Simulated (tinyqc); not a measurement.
Band-to-band tunnelling across a p-n junction in a two-band chain, step by step. Values are carried at full precision from step to step, so a last printed digit may differ when a step is redone from the rounded ones.

Sites alternate A at -Eg/2 and C at +Eg/2 with hopping -t; near the edges, with k counted from the zone boundary pi/a, E^2 = (Eg/2)^2 + (t a k)^2, so t = sqrt(c Eg/m)/a gives the mass m, c = hbar^2/2m0. In the gap cosh(q a) = 1 + (Eg^2/4 - e^2)/(2 t^2), e the energy from the local mid-gap. The potential is V0 = Eg + ov on the p side (left), 0 on the n side, and falls linearly over the 2N sites of the junction, V_j = V0 (1 - j/(2N + 1)), j = 1 to 2N, site 1 being A. E = Eg/2 + x ov. A half chain that ends on a site of level e1 with neighbour e2 has g = (1 + z)/(E - e1), z = exp(-/+ i k a) the root with Im g < 0, cos(k a) = (E - e1)(E - e2)/(2 t^2) - 1. S_L = t^2 g (ending on C, shifted by V0), S_R = t^2 g (starting on A). T = 4 Im(S_L) Im(S_R) |G_(1,2N)|^2.

Constants: hbar^2/2m0 = 3.80998211 eV angstrom^2.

Values chosen for the exercise (gap and mass near those of GaSb; shifted at random, so the results belong to these values and not to a real crystal):
- Eg = 0.739 eV (gap)
- m = 0.0418 m0 (mass of electron and light hole)
- a = 4 angstrom (period (two sites))
- ov = 0.14 eV (overlap: top of the valence band on the p side above the conduction edge on the n side)
- N = 3 (periods in the small junction)
- x = 0.54 (energy above the n-side conduction edge, as a share of ov)

## Hopping, field and tunnelling length

Form t, V0, E, the field F = V0/((2N + 1) a/2) (1 V/angstrom = 100 MV/cm) and the length Eg/F over which E lies in the gap.

t = 2.0518 eV
V0 = 0.8790 eV
E = 0.4451 eV
F = 6.279 MV/cm
tunnelling length = 11.77 angstrom

So short a junction keeps the matrix small; its field is above the 1 to 3 MV/cm of tunnel diodes.

## Self-energies of the two sides

Form cos(k a) and S for each side.

cos(k a): left -0.993855, right -0.992686

S_L, S_R (eV): [-0.03220-0.58002i, 0.03780-0.62392i]

## Recursive Green function

g_1 = 1/(E - e_1 - S_L); g_j = 1/(E - e_j - t^2 g_(j-1)), with S_R also subtracted at the last site; G_1j = G_1(j-1) (-t) g_j, G_11 = g_1; e_j is the site level plus V_j. The self-energies stand in the order S_L, S_R.

Sweep:
```
j  e_j (eV)       g_j (1/eV)      G_1j (1/eV)
1    0.3839   0.2705-1.6805i   0.2705-1.6805i
2    0.9974  -0.0320-0.1337i   0.4788-0.0360i
3    0.1328   0.8651-1.0897i  -0.7694+1.1344i
4    0.7462  -0.1078-0.1254i  -0.4619+0.0529i
5   -0.1184   0.7746-0.4020i   0.6905-0.4650i
6    0.4951  -0.2020-0.1397i   0.4195+0.0052i
```

T = 0.2547

## WKB for the same field

T = exp(-2 I/F), I = integral of q de across the gap. Continuum: q = sqrt(Eg^2/4 - e^2)/(t a), I = pi Eg^2/(8 t a). Lattice: q from the cosh formula, 12 Gauss-Legendre points in u with e = (Eg/2) sin(u), u from -pi/2 to pi/2. F in V/angstrom is the value in MV/cm over 100.

I (eV/angstrom): continuum 0.026131, lattice 0.026104

T by WKB: continuum 0.4350, lattice 0.4354

The chain gives 0.2547, 0.585 times the lattice WKB value; the exponent is only 0.83, and reflections at the two kinks of the potential count.

## Checks

- G_(1,2N) from the sweep against inversion of the whole matrix (size): both 0.41949.

Program tinyqc; command `OMP_NUM_THREADS=1 python tinyqc.py 1452775 1452776 out.jsonl`; about 0.01 s on one thread of a shared Intel(R) Xeon(R) Processor @ 2.30GHz.
